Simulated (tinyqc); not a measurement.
## Fermi-level pinning from two metals

Problem. Cowley-Sze model with the space charge neglected: phiB = S (phiM - chi) + (1 - S)(Eg - phi0), S = 1/(1 + q Dit dl/(eps0 ei)), dl in cm. Find S, phi0 and Dit.

Parameters, values chosen for the exercise; band and dielectric values close to those of germanium:

| symbol | value | unit | meaning |
|---|---|---|---|
| Eg | 0.66 | eV | band gap |
| chi | 3.98 | eV | electron affinity |
| dl | 0.5 | nm | thickness of the interfacial layer |
| ei | 3.9 |  | relative permittivity of the interfacial layer |

Constants: q = 1.602176634e-19 C, eps0 = 8.8541878128e-14 F/cm where lengths are in cm. Results are converted to the units shown.

barriers for metals with phiM = 4.09 and 5.13 eV (eV): 0.19663181  0.82709963

Answer. S is the slope of phiB against phiM; either barrier then gives phi0, and S gives Dit.

S = 0.606
phi0 = 0.330 eV
Dit = 2.80e13 cm^-2 eV^-1

Program tinyqc, `OMP_NUM_THREADS=1 python tinyqc.py 2020033 2020034 out.jsonl`; Intel Xeon 2.30GHz, shared host, one thread, about 0.05 s.
